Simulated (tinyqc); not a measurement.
Changing the step factor eta: nudged elastic band on a two-dimensional model surface. Computed by tinyqc, a small Python program. Command: `OMP_NUM_THREADS=1 python tinyqc.py 3023987 3023988 out.jsonl neb sweep`. One thread of a shared host (Intel(R) Xeon(R) Processor @ 2.30GHz), about 0.1 s of CPU time with the checks.

V(x, y) = h u^2 + t x + (kappa/2)(y + c u)^2 with u = x^2/w^2 - 1; the path runs from the minimum near (-w, 0) to that near (w, 0).

Inputs (values chosen for the exercise, for a model surface): height h = 1.5 eV; half width w = 0.86 angstrom; transverse stiffness kappa = 5.6 eV/angstrom^2; curvature c = 0.53 angstrom; tilt t = -0.42 eV/angstrom; movable images n = 3; spring constant k_s = 4.6 eV/angstrom^2; iteration cap = 600.

Surface: curved double well. Climbing image: on.

Method:
- Newton steps x(new) = x - H^-1 grad V (moves limited to 0.3 angstrom) from (-w, 0), (w, 0) and (0, c) give the two minima and the saddle.
- Tangent at image i: towards the higher neighbour if the energies rise or fall through i; at a maximum or minimum, tau = t+ dmax + t- dmin if V(i+1) > V(i-1), else t+ dmin + t- dmax, with t+ = R(i+1) - R(i), t- = R(i) - R(i-1) and dmax, dmin the larger and smaller of |V(i+1) - V(i)| and |V(i-1) - V(i)|; then normalise. Force F = -grad V + (grad V.tau) tau + k_s (|t+| - |t-|) tau.
- With a climbing image, the highest image feels instead F = -grad V + 2 (grad V.tau) tau and no spring.
- Update R(new) = R + eta F; the end points stay fixed.
- Start on the straight line; stop when the largest force is below 1e-4 or above 1e6 eV/angstrom.

One run for each value:
```
step factor eta (angstrom^2/eV)  iterations  energy of the highest image (eV)
0.0065                                  278                             1.155
0.0089                                  202                             1.155
0.0120                                  149                             1.155
0.0170                                  104                             1.155
0.0230                                   76                             1.155
0.0310                                   55                             1.155
0.0420                                   40                             1.155
0.0570                                   28                             1.155
0.0780                                   19                             1.155
```

What does the table show, and why?

Over the rows, iterations falls from 278 to 19.0 (exponent d ln y / d ln x -1.0 between the first rows and -1.2 between the last). While the steps are short the count falls about as 1/eta; the converged energy does not depend on eta.

Extremes, crossings and ranges named in words are read from the listed rows.
